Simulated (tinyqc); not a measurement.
# Ground and coupling capacitance from two measurements

Problem. A line has Cg to the planes and Cc to each of two neighbours. Find Cg, Cc, the load when both neighbours switch in antiphase, and the pulse on the line when it floats and both neighbours swing by Vx.

Parameters, values chosen for the exercise:
```
symbol,value,unit,meaning
Vx,0.7,V,swing
```

capacitance with neighbours driven alike and with neighbours grounded (aF/um): [120, 174]

Answer. Driven alike, Cc carries no charge, which leaves Cg; grounded neighbours give Cg + 2 Cc, antiphase Cg + 4 Cc; a floating line divides the swing as 2 Cc/(Cg + 2 Cc).

Cg = 120 aF/um
Cc = 27.0 aF/um
load in antiphase = 228 aF/um
pulse = 0.217 V

Program tinyqc, `OMP_NUM_THREADS=1 python tinyqc.py 2790189 2790190 out.jsonl`; Intel Xeon 2.30GHz, shared host, one thread, about 1 s.
